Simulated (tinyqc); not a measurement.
MOS inversion layer, Poisson-Schroedinger loop: one step of the calculation.

Electrons confined at an insulator interface at z = 0, treated as a hard wall; parabolic valleys, Hartree approximation, no image or exchange terms. The depletion charge lies far deeper than the electrons and gives a uniform field q Nd/(eps0 eps_r); the gate balances all charge. Energies are counted from the band edge at the interface.

Task. Density, output potential and mixing. n_i = sum_k N_k |psi_k|^2 (converted to cm^-3). Hartree part by Gauss: on the interval before node i the electrons still beyond are S_i = Ns - hz sum_(j<i) n_j, and U_i = U_(i-1) + q S_i hz/(eps0 eps_r) in eV, U_0 = 0 at the interface. Mixing: U(new) = U + a (U(out) - U).

Parameters, values chosen for the exercise; masses and permittivity close to those of silicon (111): relative permittivity eps_r = 11.9; sheet density of electrons Ns = 7.1e11 cm^-2; mixing factor a = 0.5.

Constants: q = 1.602176634e-19 C, eps0 = 8.8541878128e-14 F/cm where lengths are in cm. Results are converted to the units shown.

```
node  z (nm)  self-consistent potential U at the start (eV)  |psi|^2 of A1 (1/nm)  |psi|^2 of A2 (1/nm)
1       0.73                                              0            0.14579013            0.13422568
2       1.46                                              0            0.35562139            0.17854829
3       2.19                                              0            0.38393936            0.02911627
4       2.92                                              0            0.26732902            0.03446357
5       3.65                                              0            0.13702779            0.20267558
6       4.38                                              0            0.05527598            0.29725276
7       5.11                                              0            0.01827069            0.24897637
8       5.84                                              0            0.00508489            0.14600794
9       6.57                                              0            0.00121529            0.06556646
10       7.3                                              0            0.00025319            0.02369916
11      8.03                                              0            0.00004651            0.00710868
12      8.76                                              0            0.00000758            0.00179593
13      9.49                                              0            0.00000108            0.00037427
14     10.22                                              0            0.00000011            0.00005207
```

N_k (cm^-2): A1 7.0999996e11, A2 35763.788

Wanted: n; U(out); U after round 1.

Result.

```
node  n (1e18 cm^-3)  U(out) (eV)  U after round 1 (eV)
1              1.035      0.00788               0.00394
2              2.525      0.01492               0.00746
3              2.726      0.01992               0.00996
4              1.898      0.02271               0.01135
5              0.973      0.02396               0.01198
6              0.392      0.02442               0.01221
7              0.130      0.02456               0.01228
8              0.036      0.02460               0.01230
9              0.009      0.02461               0.01230
10             0.002      0.02461               0.01231
11             0.000      0.02461               0.01231
12             0.000      0.02461               0.01231
13             0.000      0.02461               0.01231
14             0.000      0.02461               0.01231
```

tinyqc, about 0.3 s, one thread, Intel Xeon 2.30GHz (shared host): `OMP_NUM_THREADS=1 python tinyqc.py 2160039 2160040 out.jsonl`
